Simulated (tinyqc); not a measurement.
# Tunnelling through a two-layer gate stack, WKB transmission and Tsu-Esaki current: effect of temperature

Electrons leave the emitter at x = 0. Energies E (motion across the layers) are in eV from the emitter Fermi level; the collector Fermi level lies at -V and offers states at every E. No charge in the dielectric and no image force: F1 = V/(t1 + t2 eps1/eps2), F2 = F1 eps1/eps2; U = phi1 - F1 x in layer 1 and phi2 - F1 t1 - F2 (x - t1) in layer 2. With C = hbar^2/(2 m0), kappa = sqrt(m (U - E)/C) where U > E and 0 elsewhere; T(E) = exp(-S), S = 2 times the integral of kappa over x.

Each layer adds (2/F) sqrt(m/C) [G(u at its left edge) - G(u at its right edge)] to S, with u = U - E (0 where negative) and G(u) = (2/3) u^1.5. J = J0 times the integral of T(E) N(E) dE, N = ln[(1 + exp(-E/Vt))/(1 + exp((-E - V)/Vt))], J0 = q^2 me m0 kB T/(2 pi^2 hbar^3) (times 1e-4 for A/cm^2 per eV), from E = -Ef to far above the barrier (T = 1 there), by quadrature converged to the digits shown.

Inputs (values chosen for the exercise); layer 1 close to silicon dioxide, layer 2 close to hafnium oxide:
- Ef = 0.39 eV (Fermi energy of the emitter above its band bottom)
- me = 0.59 m0 (emitter mass in the supply function)
- phi1 = 3.02 eV (barrier of layer 1 above the emitter Fermi level at zero bias)
- m1 = 0.49 m0 (tunnelling mass of layer 1)
- t1 = 1.2 nm (thickness of layer 1)
- eps1 = 4.07 (relative permittivity of layer 1)
- phi2 = 1.49 eV (barrier of layer 2 at zero bias)
- m2 = 0.19 m0 (tunnelling mass of layer 2)
- t2 = 3 nm (thickness of layer 2)
- eps2 = 22.3 (relative permittivity of layer 2)
- V = 0.5 V (voltage across the dielectric)

Constants: q = 1.602176634e-19 C, kB = 1.380649e-23 J/K, hbar = 1.054571817e-34 J s, m0 = 9.1093837015e-31 kg, Vt = kB T/q, hbar^2/(2 m0) = 0.0380998212 eV nm^2. Results are converted to the units shown.

Results:

| T (K) | J (A/cm^2) | mean E of the current (eV) |
|---|---|---|
| 50 | 5.176e-5 | -0.1796 |
| 100 | 5.219e-5 | -0.1782 |
| 200 | 5.392e-5 | -0.1722 |
| 300 | 5.699e-5 | -0.1617 |
| 500 | 6.871e-5 | -0.1231 |
| 600 | 7.952e-5 | -0.08390 |
| 750 | 1.419e-4 | 0.2731 |

Estimate the missing row, T = 400 K.

Computed row:

| T (K) | J (A/cm^2) | mean E of the current (eV) |
|---|---|---|
| 400 | 6.172e-5 | -0.1460 |

With this row back in the table: Between 50 and 300 K the current changes by a factor of 1.10, and between 300 and 750 K by 2.49; the mean energy of the current rises from -0.180 to 0.273 eV. The transmission grows by a factor e over d = 0.111 eV near E = 0, equal to kB T/q at 1280 K: far below that temperature the thermal tail adds little.

Program tinyqc, `OMP_NUM_THREADS=1 python tinyqc.py 2540061 2540062 out.jsonl`; Intel Xeon 2.30GHz, shared host, one thread, about 0.03 s.
